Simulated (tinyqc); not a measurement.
Smearing for a one-band metal on the fcc lattice: sweeps and comparisons. A value that a table varies takes the place of the one given here.

Lattice vectors (units of a): a1 = (0, 1/2, 1/2), a2 = (1/2, 0, 1/2), a3 = (1/2, 1/2, 0). E(k) = -t A_1(k) - t2 A_2(k), A_m the sum of cos(k . R) over the 12 nearest and 6 second lattice vectors. Mesh k = sum (j_i/N) b_i, j_i = 0 .. N-1.

With x = (E_k - mu)/sigma: Fermi-Dirac f = 1/(1 + exp(x)), s = -f ln f - (1 - f) ln(1 - f); Gaussian f = erfc(x)/2, s = exp(-x^2)/(2 sqrt(pi)); Methfessel-Paxton (first order) f = erfc(x)/2 - x exp(-x^2)/(2 sqrt(pi)), s = (1 - 2 x^2) exp(-x^2)/(4 sqrt(pi)); cold (Marzari-Vanderbilt) with y = x + 1/sqrt(2), f = erfc(y)/2 + exp(-y^2)/sqrt(2 pi), s = y exp(-y^2)/sqrt(2 pi). With weights w = points/N^d (d the dimension), mu solves 2 sum w f = ne; E = 2 sum w f E_k, S = 2 sum w s, F = E - sigma S.

With x = (E_k - mu)/sigma: Gaussian f = erfc(x)/2, s = exp(-x^2)/(2 sqrt(pi)); Methfessel-Paxton (first order) f = erfc(x)/2 - x exp(-x^2)/(2 sqrt(pi)), s = (1 - 2 x^2) exp(-x^2)/(4 sqrt(pi)). With weights w = points/N^d (d the dimension), mu solves 2 sum w f = ne; E = 2 sum w f E_k, S = 2 sum w s, F = E - sigma S.

With x = (E_k - mu)/sigma: Gaussian f = erfc(x)/2, s = exp(-x^2)/(2 sqrt(pi)). With weights w = points/N^d (d the dimension), mu solves 2 sum w f = ne; E = 2 sum w f E_k, S = 2 sum w s, F = E - sigma S.

Parameters, chosen for this exercise: t = 1.23 eV (nearest hopping); t2 = -0.12 eV (second hopping); ne = 1.25 (electrons per cell); N = 4 (unshifted mesh); sigma = 0.123 eV (width).

## Error of each scheme against the width

All on the dense mesh N = 40. The reference is F of first-order Methfessel-Paxton smearing with sigma = 0.05 t on the mesh N = 40; it moves by 0.21 meV on the mesh N = 50; in three dimensions such meshes can agree by chance and the reference may be off by about 1 meV, so smaller errors are not resolved.

Errors (meV per cell):
```
sigma (eV)     FD F  FD (E+F)/2  Gauss F  Gauss (E+F)/2  MP F  cold F
0.123         -5.00        0.03    -0.74           0.02  0.03    0.09
0.184        -11.29        0.06    -1.69           0.02  0.02    0.11
0.246        -20.13        0.08    -3.02           0.02  0.02    0.10
0.369        -45.44        0.17    -6.84           0.05  0.05    0.02
0.492        -80.92        0.12   -12.21           0.06  0.07   -0.08
0.738       -181.23       -3.08   -27.56           0.09  0.10   -0.40
0.984       -316.44      -15.29   -49.08           0.17  0.18   -1.00
```

reference = -2.92475 eV

What can be read from the table?

Doubling sigma from 0.246 to 0.492 eV multiplies the error of F by 4.0 (Fermi-Dirac) and 4.0 (Gaussian); a pure sigma^2 term would give 4. At the smallest width Fermi-Dirac errs 6.8 times as much as Gaussian, against 2 pi^2/3 = 6.6 for the ratio of the sigma^2 terms at equal sigma. At the largest width the sizes of the errors rank Gauss (E+F)/2 0.2, MP F 0.2, cold F 1.0, FD (E+F)/2 15.3, Gauss F 49.1, FD F 316.4 meV; below about 1 meV this order, and the ratios at the smallest width, carry the noise of the mesh.

## Mesh against width

Gaussian smearing, (E + F)/2. The reference is F of first-order Methfessel-Paxton smearing with sigma = 0.05 t on the mesh N = 40; it moves by 0.21 meV on the mesh N = 50; in three dimensions such meshes can agree by chance and the reference may be off by about 1 meV, so smaller errors are not resolved.

Errors (meV per cell):
```
N   sigma = 0.05 t  sigma = 0.15 t  sigma = 0.4 t
4           269.19          256.83         225.91
6           -18.45          -21.51         -28.42
8            33.68           32.73          26.09
12            7.04            6.36           5.11
16            0.29           -0.27          -1.27
24           -0.62           -0.73          -0.14
```

reference = -2.92475 eV

What does this show, and why?

First N from which the value stays within 2 meV of its last entry (which need not be the best one): 16 for sigma = 0.05 t, 16 for sigma = 0.15 t, 16 for sigma = 0.4 t. At the last mesh the errors are -0.62, -0.73 and -0.14 meV. By this 2 meV bar the wider smearing does not converge sooner. The smallest error belongs to 0.05 t on 1, 0.15 t on 1, 0.4 t on 4 of the 6 meshes.

## What moves the results of Gaussian smearing

All sums formed anew. Each row changes one parameter from the base and keeps the others.

Results:
```
case              mu (eV)   E (eV)       S   F (eV)
base               2.4323  -2.6494  0.2011  -2.6741
N = 8              2.4590  -2.8891  0.0416  -2.8942
sigma = 0.246 eV   2.4046  -2.6494  0.2011  -2.6988
ne = 1.35          2.4618  -2.4034  0.2115  -2.4294
t2 = 0.003 eV      2.4323  -2.5341  0.2011  -2.5588
t = 1.353 eV       2.6783  -2.9031  0.2011  -2.9278
```

What can be read from the table?

The largest shifts from the base row, up to three for each result and ties (the steps differ in size, so this ranks the rows, not the parameters). mu (eV): t +0.2460, ne +0.0295, sigma -0.0277; unchanged at the printed digits by t2. E (eV): t -0.2537, ne +0.2460, N -0.2397; unchanged at the printed digits by sigma. S: N -0.1595, ne +0.0104; unchanged at the printed digits by sigma, t2 and t. F (eV): t -0.2537, ne +0.2447, N -0.2201.

tinyqc: `OMP_NUM_THREADS=1 python tinyqc.py 1651967 1651968 out.jsonl`; about 0.3 s, one thread, shared Intel(R) Xeon(R) Processor @ 2.30GHz.
